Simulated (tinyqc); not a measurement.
# Worked calculation: ellipsometry and reflectance of a transparent film on an absorbing substrate

Numbers from tinyqc (`OMP_NUM_THREADS=1 python tinyqc.py 2870219 2870220 out.jsonl`; about 0.01 s on one thread of a shared Intel Xeon 2.30GHz). Printed values are rounded.

Air (index 1), film, substrate with N2 = n2 - i k2; time factor exp(+i w t). q_j = sqrt(N_j^2 - sin^2 th), root with positive real part. Fresnel coefficients r_s = (q_a - q_b)/(q_a + q_b), r_p = (N_b^2 q_a - N_a^2 q_b)/(N_b^2 q_a + N_a^2 q_b). tan(Psi) exp(i Delta) = R_p/R_s, Delta taken from 0 to 360 degrees.

Inputs (values chosen for the exercise); indices close to those of a porous low-k film on silicon:
- lam = 632.8 nm (wavelength)
- th = 75 degrees (angle of incidence)
- n1 = 1.303 (index of the transparent film)
- d = 23 nm (film thickness)
- n2 = 3.882 (index of the substrate)
- k2 = 0.019 (extinction coefficient of the substrate)

## Interface coefficients and thickness period

q0, q1, q2 and the coefficients r01 and r12 for p and s; the results repeat in d with the period lam/(2 q1).

q0 = 0.2588190
q1 = 0.8745263
q2 = 3.759912-0.019617i
r01,p = -0.3311393
r01,s = -0.5432654
r12,p = 0.3473738-0.0020099i
r12,s = -0.6226034+0.0015975i
period = 361.7959 nm

## Psi, Delta and reflectances

beta = 2 pi d q1/lam, X = exp(-2 i beta), R = (r01 + r12 X)/(1 + r01 r12 X) for p and s.

beta = 0.1997166 rad
X = 0.9212816-0.3888962i
R_p = -0.0210087-0.1520671i
R_s = -0.8612371+0.0988535i
Psi = 10.04198 degrees
Delta = 88.68195 degrees
|R_p|^2 = 0.02356578
|R_s|^2 = 0.7515014

The bare substrate gives Psi = 1.215 and Delta = 172.94 degrees.
